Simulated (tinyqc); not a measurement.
ESD clamp with bipolar snapback, compact model and design window: two steps of the calculation.

The drain junction multiplies the current that enters it: Igen = (M - 1)(Ic + I0), M = 1/(1 - (Vj/BV)^n). The generated holes leave through the substrate resistance and the base of the parasitic npn: Igen = Vb/Rb + Ic/be, Ic = Is exp(Vb/Vt). Terminal current I = Ic + I0 + Igen and voltage V = Vj + I Ro, per width. Isothermal, constant gain.

Parameters, values chosen for the exercise; values close to those of grounded-gate n-channel clamps:
```
symbol,value,unit,meaning
T,300,K,temperature
BV,7.2,V,junction breakdown voltage
n,3.6,,exponent of the multiplication
be,6.5,,current gain of the parasitic npn
Is,2.9e-18,A/um,saturation current
I0,1.1e-12,A/um,junction leakage
Rb,49000,ohm um,substrate resistance
Ro,300,ohm um,drain ballast and contact resistance
It2,4.9,mA/um,failure current for 100 ns
```

Constants: q = 1.602176634e-19 C, kB = 1.380649e-23 J/K, Vt = kB T/q. Results are converted to the units shown.

Task 1. The snapback curve. For given Vb: Ic, Igen, M = 1 + Igen/(Ic + I0), Vj = BV (1 - 1/M)^(1/n), I and V.

| point | Vb (V) |
|---|---|
| 0 | 0.05 |
| 1 | 0.3 |
| 2 | 0.444 |
| 3 | 0.504 |
| 4 | 0.554 |
| 5 | 0.696 |
| 6 | 0.828 |
| 7 | 0.848 |
| 8 | 0.878 |

Find: Ic; M; Vj; I; V.

Result 1.

| point | Ic (uA/um) | M | Vj (V) | I (uA/um) | V (V) |
|---|---|---|---|---|---|
| 0 | 2.0061e-11 | 9.2763e5 | 7.2000 | 1.0204 | 7.2003 |
| 1 | 3.1782e-7 | 4.3182e6 | 7.2000 | 6.1225 | 7.2018 |
| 2 | 8.3420e-5 | 1.0721e5 | 7.2000 | 9.0613 | 7.2027 |
| 3 | 8.4962e-4 | 12092 | 7.1998 | 10.287 | 7.2029 |
| 4 | 0.0058774 | 1924.4 | 7.1990 | 11.313 | 7.2024 |
| 5 | 1.4279 | 11.102 | 7.0137 | 15.852 | 7.0184 |
| 6 | 235.61 | 1.2256 | 4.4993 | 288.75 | 4.5860 |
| 7 | 510.71 | 1.1877 | 4.3130 | 606.58 | 4.4950 |
| 8 | 1629.9 | 1.1648 | 4.1826 | 1898.5 | 4.7521 |

V peaks at Vt1 = 7.203 V and falls to Vh = 4.495 V: once the npn supplies current, a small M feeds the base. At high current M tends to 1 + 1/be and Vj to BV (1 + be)^(-1/n) = 4.114 V.

Task 2. Base voltage at the failure current. I(Vb) = Ic (1 + 1/be) + I0 + Vb/Rb, I' = Ic (1 + 1/be)/Vt + 1/Rb; Newton steps on ln I: Vb(new) = Vb - ln(I/It2) I/I'. V follows from the introduction.

Vb at the start = 0.79 V

Wanted: I; V; I'; Vb after iteration 1.

Result 2.

I = 0.07863 mA/um
V = 5.229 V
I' = 2.438 mS/um
Vb after iteration 1 = 0.9233 V

Computed by the program tinyqc: `OMP_NUM_THREADS=1 python tinyqc.py 2670129 2670130 out.jsonl`, one thread of a shared Intel Xeon 2.30GHz, about 0.02 s for the whole run.
